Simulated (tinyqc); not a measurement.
Stoner model of a band ferromagnet: one step. The paramagnetic state and the Stoner criterion. Three cases, with inputs chosen for the exercise.

Problem. Find EF from nd/2 states per spin, D(EF) and the product I D(EF); below 1 the susceptibility is enhanced by 1/(1 - I D).

Density of states per atom and spin: two humps, D(e) = (M/W) [1 - sp cos(4 pi e/W)]. Levels e -/+ I m/2 for up and down spin, m = n_up - n_down, n_up + n_down = nd. At zero temperature e(N) is the energy below which N states lie, and E(m) = sum over spins of integral e D de - I m^2/4.

Case 1.

Values chosen: W = 3.7 eV (band width, e from -W/2 to W/2); M = 5 (states per atom and spin); nd = 7.62 (electrons per atom); sp = 0.61 (shape parameter); I = 0.6 eV (Stoner parameter).

Case 2.

Values chosen: W = 5.9 eV (band width, e from -W/2 to W/2); M = 5 (states per atom and spin); nd = 9.32 (electrons per atom); sp = 0.55 (shape parameter); I = 1.3 eV (Stoner parameter).

Case 3.

Values chosen: W = 3.8 eV (band width, e from -W/2 to W/2); M = 5 (states per atom and spin); nd = 2.56 (electrons per atom); sp = 0.56 (shape parameter); I = 0.6 eV (Stoner parameter).

Give: EF; D(EF); I D(EF).

Solution.

Case 1.

EF = 0.9526 eV
D(EF) = 2.1721 1/eV
I D(EF) = 1.3032

The paramagnet is unstable.

Case 2.

EF = 2.2945 eV
D(EF) = 0.7665 1/eV
I D(EF) = 0.9964

The paramagnet is locally stable, with a susceptibility enhanced 278.24 times.

Case 3.

EF = -0.9354 eV
D(EF) = 2.0518 1/eV
I D(EF) = 1.2311

The paramagnet is unstable.

Computed by tinyqc, one run a case: `OMP_NUM_THREADS=1 python tinyqc.py N N+1 out.jsonl` with N = 1651759, 1651875, 1680415; one thread of a shared Intel(R) Xeon(R) Processor @ 2.30GHz, about 0.4 s a run at most.
